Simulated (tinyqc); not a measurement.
What moves the results: nanosheet or nanowire with hard walls, valleys of the Si type. A value that a table varies takes the place of the one given here.

Six ellipsoidal valleys along the cube axes: inverse mass tensor w = 1/mt + (1/ml - 1/mt) a a^T with a the unit axis. Device axes: x along the channel, z = [001], y = z x x.

Hard walls around a W x H rectangle. The block w_c of w in (y, z) confines; the transport mass follows from 1/m_x = w_xx - w_xc w_c^-1 w_cx. The cross-section problem c (w_yy ky^2 + 2 w_yz ky kz + w_zz kz^2), c = hbar^2/2m0, is solved in products sin(n pi y/W) sin(l pi z/H), n, l = 1 to 12; if w_yz = 0 the levels are c pi^2 (w_yy n^2/W^2 + w_zz l^2/H^2). The w_yz term couples (n, l) to (n', l') by -2 c w_yz D_nn'(W) D_ll'(H) with D_nm(L) = 4 n m/(L (n^2 - m^2)) for n + m odd and 0 otherwise.

Without degeneracy the line density is N1 exp((EF - Ec)/kB T) with N1 = sum 2 g sqrt(m_x kB T/(4 pi c)) exp(-E/kB T), here over n, l up to 80 where w_yz = 0 and over all levels of a 12 x 12 sine basis otherwise; the classical value is W H Nc with Nc = 2 g_all (m_dos kB T/(4 pi c))^(3/2), m_dos = (ml mt^2)^(1/3); dVt = kB T ln(W H Nc/N1).

Constants: hbar^2/2m0 = 3.80998211 eV angstrom^2; kB = 8.617333262e-05 eV/K.

Parameters, chosen for this exercise (near those of Si; not measured data): ml = 0.901 m0 (longitudinal mass); mt = 0.189 m0 (transverse mass); T = 350 K (temperature); g_all = 6 (number of valleys); channel = 100 (transport direction x on a (001) wafer); H = 30 angstrom (height, along z = [001]); Ws = (30, 40, 60, 90, 140, 220, 350) angstrom (widths); W = 65 angstrom (width, along y).

## From wire to sheet

Valleys:

| group | valleys g | w_yy | w_zz | \|w_yz\| | m_x (m0) |
|---|---|---|---|---|---|
| A | 2 | 5.29101 | 1.10988 | 0.00000 | 0.18900 |
| B | 2 | 1.10988 | 5.29101 | 0.00000 | 0.18900 |
| C | 2 | 5.29101 | 5.29101 | 0.00000 | 0.90100 |

Lowest level of each group (groups ordered by w_zz, then w_yy) and dVt against the width.

Results:

| W (angstrom) | A1 (eV) | B1 (eV) | C1 (eV) | dVt (mV) |
|---|---|---|---|---|
| 30 | 0.2674 | 0.2674 | 0.4421 | 235.5 |
| 40 | 0.1707 | 0.2471 | 0.3454 | 165.8 |
| 60 | 0.1016 | 0.2327 | 0.2763 | 110.7 |
| 90 | 0.0709 | 0.2262 | 0.2456 | 90.0 |
| 140 | 0.0565 | 0.2232 | 0.2312 | 80.6 |
| 220 | 0.0505 | 0.2219 | 0.2252 | 75.7 |
| 350 | 0.0480 | 0.2214 | 0.2227 | 72.9 |

dVt falls from 235 to 73 mV. Group A is lowest at every width, by 0 meV in the narrowest and 173 meV in the widest. At the widest W the lowest level is 0.0480 eV; the film limit c pi^2 w_zz/H^2 of that group is 0.0464 eV.

## Channel direction

The same rectangle along [100] and [110]; groups ordered by w_zz, then w_yy.

Lowest level of each group:

| channel, group | valleys g | w_yy | w_zz | \|w_yz\| | m_x (m0) | E (eV) |
|---|---|---|---|---|---|---|
| [100] A | 2 | 5.291 | 1.110 | 0.000 | 0.189 | 0.0935 |
| [100] B | 2 | 1.110 | 5.291 | 0.000 | 0.189 | 0.2309 |
| [100] C | 2 | 5.291 | 5.291 | 0.000 | 0.901 | 0.2682 |
| [110] A | 2 | 5.291 | 1.110 | 0.000 | 0.189 | 0.0935 |
| [110] B | 4 | 3.200 | 5.291 | 0.000 | 0.545 | 0.2495 |

The lowest subband has m_x = 0.189 m0 and 2 valleys along [100], and 0.189 m0 and 2 valleys along [110]; its edge lies at 0.0935 and 0.0935 eV. These valleys have their axis along z, so turning the channel in the wafer plane leaves them alone; only the higher groups change.

## What each parameter does

E1 and E2 are the two lowest subband edges over all groups. Each row changes one parameter from the base and keeps the others.

Results:

| case | E1 (eV) | E2 - E1 (meV) | m_x of lowest (m0) | dVt (mV) |
|---|---|---|---|---|
| base | 0.0935 | 137.5 | 0.189 | 104.9 |
| W = 55 angstrom | 0.1121 | 122.7 | 0.189 | 118.6 |
| H = 38 angstrom | 0.0760 | 71.7 | 0.189 | 88.8 |
| T = 320 K | 0.0935 | 137.5 | 0.189 | 101.8 |
| ml = 0.991 m0 | 0.0893 | 126.5 | 0.189 | 102.0 |
| mt = 0.17 m0 | 0.0987 | 139.1 | 0.170 | 109.0 |

The largest shifts from the base row, up to three for each result and ties (the steps differ in size, so this ranks the rows, not the parameters). E1 (eV): W +0.0187, H -0.0175, mt +0.0053; unchanged at the printed digits by T. E2 - E1 (meV): H -65.8, W -14.8, ml -11.0; unchanged at the printed digits by T. m_x of lowest (m0): mt -0.019; unchanged at the printed digits by W, H, T and ml. dVt (mV): H -16.1, W +13.7, mt +4.1.

(tinyqc, `OMP_NUM_THREADS=1 python tinyqc.py 1250731 1250732 out.jsonl`, Intel(R) Xeon(R) Processor @ 2.30GHz, 1 thread, shared host, about 0.01 s.)
